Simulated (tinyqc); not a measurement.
Order of the levels against the shift of xy: tight-binding t2g bands of a cubic perovskite.

Orbitals yz, zx, xy (X, Y, Z below) times spin. E_xy = Dt + 2t (2 - cos x - cos y) + 2 td (1 - cos z) + 4 t2 (1 - cos x cos y) with x = kx a and so on; yz and zx follow by cyclic change, without Dt. Spin-orbit term -(Dso/3) L.sigma + Dso/3 with (L_k)_ij = -i epsilon_kij in X, Y, Z: for Dt = 0 the quartet lies at 0 and the doublet at Dso.

Constants: hbar^2/2m0 = 3.80998211 eV angstrom^2.

Parameters, chosen for this exercise (of the size met in SrTiO3 and KTaO3; not measured data): a = 3.909 angstrom (lattice constant); t = 0.434 eV (strong hopping); td = 0.024 eV (weak hopping); t2 = 0.07 eV (diagonal hopping in the plane of the orbital); Dso = 0.03 eV (spin-orbit splitting at Gamma).

Levels at Gamma, the xy weight of the lowest pair and its mass along [100] from m/m0 = c q^2/(E(q) - E(0)), q = 0.001 (2 pi/a).

At Gamma:
```
Dt (eV)  pair 1 (eV)  pair 2 (eV)  pair 3 (eV)  xy weight of pair 1  mass (m0)
-0.30        -0.2906       0.0000       0.0206                0.998      0.435
-0.15        -0.1412       0.0000       0.0212                0.992      0.436
-0.03        -0.0245       0.0000       0.0245                0.908      0.454
-0.01        -0.0073       0.0000       0.0273                0.789      0.483
0.01          0.0000       0.0059       0.0341                0.000      0.835
0.03          0.0000       0.0127       0.0473                0.000      0.834
0.08          0.0000       0.0173       0.0927                0.000      0.834
0.15          0.0000       0.0186       0.1614                0.000      0.834
```

Give the missing row, Dt (eV) = -0.08.

Computed row:
```
Dt (eV)  pair 1 (eV)  pair 2 (eV)  pair 3 (eV)  xy weight of pair 1  mass (m0)
-0.08        -0.0722       0.0000       0.0222                0.977      0.439
```

For Dt > 0 the lowest pair is the pure yz, zx combination at 0, with mass 0.834 at Dt = 0.15 eV. For Dt < 0 it gains xy weight, 0.79 at -0.01 and 1.00 at -0.3 eV, and its mass tends to the light value 0.434; the scale of the change is Dso = 0.03 eV.

Computed by tinyqc, a small Python program: `OMP_NUM_THREADS=1 python tinyqc.py 1481651 1481652 out.jsonl` (the numbers bound the seed that draws the inputs); one thread of a shared host (Intel(R) Xeon(R) Processor @ 2.30GHz), about 0.01 s for the whole set of steps.
